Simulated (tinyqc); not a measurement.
Interface traps from C-V curves, high-low and Terman methods: an error in the doping read as traps.

MOS capacitor on an n-type substrate; psi is the band bending, negative in depletion; only majority carriers are counted. At the bending psi the Fermi level lies y = xi - psi below the conduction edge at the surface, xi = Vt ln(Nc/Nd). Dit(y) = D0 + D1 exp(-y/E1); traps fill up to the Fermi level, follow the bias and a slow signal, and do not follow a fast one. V is the gate voltage from flat band.

Cox = 3.9 eps0/EOT, LD = sqrt(eps0 eps_r Vt/(q Nd)), u = psi/Vt, Cd = (eps0 eps_r/(sqrt(2) LD)) |exp(u) - 1|/sqrt(exp(u) - u - 1). Ideal V0 = psi - sqrt(2) (eps0 eps_r Vt/LD) sqrt(exp(u) - u - 1)/Cox for psi < 0; the traps add dV = (q/Cox) times the integral of Dit from 0 to psi = (q/Cox) [D0 psi + D1 E1 exp(-xi/E1) (exp(psi/E1) - 1)]. 1/C_HF = 1/Cox + 1/Cd, 1/C_LF = 1/Cox + 1/(Cd + q Dit). The sample has Nd; the ideal curve is drawn with Nd (1 + e). At the true psi = -0.237 V the measured C_HF is matched to the ideal curve, which gives psi', and Dit = (Cox/q) [dV/dpsi' - 1 - Cd'(psi')/Cox], derivatives exact.

Values chosen for this exercise; band and dielectric values close to those of silicon: temperature T = 200 K; relative permittivity eps_r = 11.6; conduction-band density of states at T Nc = 1.52e19 cm^-3; donor density Nd = 6.1e15 cm^-3; equivalent oxide thickness EOT = 3.2 nm; trap density far from the band edge D0 = 7.6e11 cm^-2 eV^-1; band-tail density at the conduction edge D1 = 2.8e13 cm^-2 eV^-1; decay energy of the tail E1 = 0.06 eV.

Constants: q = 1.602176634e-19 C, kB = 1.380649e-23 J/K, Vt = kB T/q, eps0 = 8.8541878128e-14 F/cm where lengths are in cm. Results are converted to the units shown.

The same in every row: true Dit (cm^-2 eV^-1) = 8.170e11.

An error in the doping read as traps:
```
e,psi' (V),apparent Dit (cm^-2 eV^-1)
-0.15,-0.2040,2.201e12
-0.1,-0.2150,1.689e12
-0.05,-0.2260,1.230e12
-0.02,-0.2326,9.772e11
0,-0.2370,8.170e11
0.02,-0.2414,6.631e11
0.05,-0.2480,4.433e11
0.1,-0.2590,1.035e11
0.15,-0.2700,-2.068e11
```

Read the table: what changes, and by how much?

The apparent Dit falls from 2.20e12 to -2.07e11 cm^-2 eV^-1, against the true 8.17e11. An error of +5 % in the doping shifts it by -3.74e11 cm^-2 eV^-1, 45.7 % of the true value, and a negative result appears where the assumed doping is too high.

tinyqc, about 0.01 s, one thread, Intel Xeon 2.30GHz (shared host): `OMP_NUM_THREADS=1 python tinyqc.py 2030043 2030044 out.jsonl`
